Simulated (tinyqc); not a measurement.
Inside a calculation. Model: floating body of a partially depleted SOI transistor: body voltage and kink.

tinyqc, about 0.2 s, one thread, Intel Xeon 2.30GHz (shared host): `OMP_NUM_THREADS=1 python tinyqc.py 2182257 2182258 out.jsonl` Printed values are rounded.

Source at 0 V. Channel current Ic = 2 nf K Vt^2 [F(0) - F(Vd)](1 + la Vd), F(V) = ln^2(1 + exp((Vg - VT - nf V)/(2 nf Vt))), VT = VT0 - gb Vb. Saturation voltage Vs = 2 Vt sqrt(F(0)) + 3 Vt, excess Ve = (Vd - Vs + sqrt((Vd - Vs)^2 + 0.0004 V^2))/2, multiplication M1 = Ai Ve exp(-Bl/Ve). Each junction passes D(v) = J1 (exp(v/Vt) - 1) + J2 (exp(v/(2 Vt)) - 1). Bipolar current Ib = bb J1 (exp(Vb/Vt) - 1). The body settles where M1 (Ic + Ib) = D(Vb) + D(Vb - Vd) + Vb/Rb; drain current Id = (1 + M1)(Ic + Ib) - D(Vb - Vd).

Parameters, values chosen for the exercise; values of the order met in partially depleted silicon-on-insulator transistors:
```
symbol,value,unit,meaning
T,300,K,temperature
VT0,0.5,V,threshold at zero body voltage
gb,0.31,,fall of the threshold per volt of body voltage
nf,1.22,,slope factor
K,220,uA/(V^2 um),gain factor per width
la,0.02,1/V,channel-length modulation factor
Ai,1.85,1/V,impact-ionisation prefactor
Bl,4.1,V,impact-ionisation voltage
J1,4.1e-13,uA/um,diffusion saturation current of each junction
J2,2.4e-8,uA/um,recombination saturation current of each junction
bb,3,,gain of the lateral bipolar transistor on the diffusion current
Rb,70000,kohm um,"resistance of a weak body tie to the source (1e9 stands for no tie, and the term is then dropped)"
Vg,0.67,V,gate voltage
Vd,1.5,V,drain voltage
```

Constants: q = 1.602176634e-19 C, kB = 1.380649e-23 J/K, Vt = kB T/q. Results are converted to the units shown.

Range of the model: The multiplication law is an empirical form chosen for the exercise; self-heating and capacitive coupling to the body are left out, and the linear laws are rough once Vb passes about 0.7 V or M1 about 0.1.

## Starting value

Vb = 0.79 V.

Vb at the start = 0.79 V

## Iteration 1: new Vb

Current into the body I_in = M1 (Ic + Ib) - D(Vb - Vd), current out I_out = D(Vb) + Vb/Rb; f = ln(I_in/I_out), s = df/dVb by central differences over 1e-5 V, Vb(new) = Vb - f/s.

Ic = 15.99339 uA/um
Ve = 1.082383 V
M1 = 0.04533891
I_in = 1.766942 uA/um
I_out = 7.774507 uA/um
f = -1.481600
s = -16.07204 1/V
Vb after iteration 1 = 0.6978150 V

## Iteration 2: new Vb

As before.

Ic = 13.87013 uA/um
Ve = 1.105763 V
M1 = 0.05018075
I_in = 0.7286136 uA/um
I_out = 0.2439621 uA/um
f = 1.094131
s = -33.59638 1/V
Vb after iteration 2 = 0.7303820 V

## Course of the iteration

Stop when the step is below 1e-10 V, or after 40 iterations.

Course of the iteration:
```
iteration  Vb before the step (V)  step (V)
1                            0.79   -0.0922
2                       0.6978150    0.0326
3                       0.7303820   4.54e-4
4                       0.7308364   4.19e-7
5                       0.7308368  3.59e-13
```

Converged in 5 iterations.

## Drain current with floating and with grounded body

converged Vb = 0.7308368 V

Id and VT at the converged Vb, Id at Vb = 0, their ratio, and the bipolar share Ib/(Ic + Ib).

VT = 0.2734406 V
Id, floating = 17.76376 uA/um
Id, grounded = 3.086416 uA/um
ratio = 5.755463
bipolar share = 13.75371 %

The body rises to 0.731 V and lowers the threshold by 227 mV.
